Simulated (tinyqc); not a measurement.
Inside a calculation. Model: Frenkel-Kontorova chain: a misfit dislocation (kink) in a monolayer on a periodic substrate. Computed by tinyqc, a small Python program that keeps every step. Command: `OMP_NUM_THREADS=1 python tinyqc.py 3008360 3008361 out.jsonl fkchain walk`. One thread of a shared host (Intel(R) Xeon(R) Processor @ 2.30GHz), about 0.03 s of CPU time with the checks. Intermediate numbers are printed to about 6 digits and carried at full precision; extremes and crossings named in words are read from the listed rows.

E = sum_j [(k/2)(x_(j+1) - x_j - b)^2 + (W/2)(1 - cos(2 pi x_j/a))], x_j = a (j + u_j). A kink takes u from 0 to 1: the chain is stretched by one period and has one atom fewer than wells.

Inputs (values chosen for the exercise, for a model overlayer):
```
quantity,value,unit
spring constant k,5.32,eV/angstrom^2
substrate period a,3.73,angstrom
corrugation W,15.9,eV
misfit f = (b - a)/a,0.72,-
atoms on each side n,10,-
atomic mass M,199,u
```

Relaxation: Newton steps.

Constants: nu for 1 eV/(angstrom^2 u) = 15.6333042 THz.

## Continuum limit

l0 = sqrt(k a^2/(2 W)); kink u(j) = (2/pi) arctan exp(pi j/l0); kink energy at f = 0: E0 = (4/pi) W l0; with misfit E0 - k a^2 f; kinks become favourable at f_c = 2/(pi l0), and a coherent chain with free ends loses stability at f_m = 1/l0. Lowest vibration of the flat chain: nu0 = 15.6333042 THz x sqrt(2 pi^2 W/(a^2 M)).

kink width l0 = 1.52564

kink energy E0 = 30.8858 eV

kink energy with misfit = -22.4062 eV

critical misfit f_c = 0.417281

limit f_m = 0.655464

gap frequency nu0 = 5.26355 THz

f > f_m: kinks enter without a barrier. Caution: a corrugation above 1 eV is larger than real overlayers usually show; it is chosen to keep the kink narrow. Caution: for l0 below about 3 the kink spans few atoms, and the continuum kink energy is off by about 2 per cent or more.

## Start between two atoms

Discrete chain at f = 0, ends held at u = 0 and 1: E = (k a^2/2) sum (u_(j+1) - u_j)^2 + (W/2) sum (1 - cos 2 pi u_j), gradient g_j = k a^2 (2 u_j - u_(j-1) - u_(j+1)) + pi W sin(2 pi u_j), Hessian 2 k a^2 + 2 pi^2 W cos(2 pi u_j) on the diagonal and -k a^2 beside it. Free atoms j = -n..n-1 start from the continuum shape centred half-way, at j + 1/2.

u at the start: [0.000000, 0.000000, 0.000000, 0.000001, 0.000008, 0.000060, 0.000472, 0.003699, 0.028982, 0.218380, 0.781620, 0.971018, 0.996301, 0.999528, 0.999940, 0.999992, 0.999999, 1.000000, 1.000000, 1.000000]

E at the start = 27.4727 eV

gradient (eV): [0.0000, 0.0000, 0.0000, -0.0001, -0.0010, -0.0077, -0.0603, -0.4715, -3.1013, 21.2981, -21.2981, 3.1013, 0.4715, 0.0603, 0.0077, 0.0010, 0.0001, 0.0000, 0.0000, 0.0000]

## Relaxation

Start as above (continuum shape at j + 1/2, j = -n..n-1, l0 = sqrt(k a^2/(2 W))). u(new) = u - H^-1 g; stop when the largest gradient is below 1e-9 eV.

Course:
```
step,E (eV),largest gradient (eV)
1,27.4727,2.12981e+01
2,26.1395,5.36121e+00
3,26.0676,1.36149e-01
4,26.0676,1.01741e-04
5,26.0676,5.70708e-11
```

relaxed u: [0.000000, 0.000000, 0.000001, 0.000003, 0.000019, 0.000114, 0.000695, 0.004225, 0.025665, 0.155464, 0.844536, 0.974335, 0.995775, 0.999305, 0.999886, 0.999981, 0.999997, 0.999999, 1.000000, 1.000000]

energy, centre between atoms = 26.0676 eV

last gradient = 5.70708e-11 eV

Converged; the discrete energy is 0.8440 of the continuum value, which puts the discrete f_c = E/(k a^2) at 0.3522.

## Peierls barrier

Repeat by Newton steps with an atom at the centre (j = -n..n, u_0 = 1/2). Barrier = difference of the two energies; the lowest Hessian eigenvalue tells minimum from saddle.

energy, centre on an atom = 31.3084 eV

Peierls barrier = 5240.85 meV

lowest eigenvalue, between atoms = 223.412 eV

lowest eigenvalue, on an atom = -184.274 eV

The atom-centred kink, with an atom on top of the corrugation, is a saddle and the other a minimum. The barrier is 33 % of W, what one atom alone would climb.

## Kink density above f_c

Frank and van der Merwe: the modulus q solves f = 2 E(q)/(pi l0 q), and the kinks per atom are pi/(2 l0 q K(q)), with the complete elliptic integrals K and E; strain left = f - density (for f above f_c = 2/(pi l0)).

Continuum ground state:
```
f,q,kinks per atom,strain left
0.4194,0.998983,0.229693,0.189707
0.4256,0.995301,0.277517,0.148083
0.4381,0.986720,0.324201,0.113899
0.4590,0.970743,0.373483,0.085517
0.5007,0.936248,0.443530,0.057170
0.5842,0.865467,0.552096,0.032104
0.7094,0.767322,0.692501,0.016899
0.9180,0.635320,0.910427,0.007573
```

0.51 % above f_c the density is already 0.55 of f: kinks repel only exponentially, so they flood in, as 1/|ln(f - f_c)|. At 2.2 f_c they take up 99.2 % of the misfit and the layer floats nearly free.

Checks made by the program: energy against a quasi-Newton minimiser (relative difference below 1e-10).
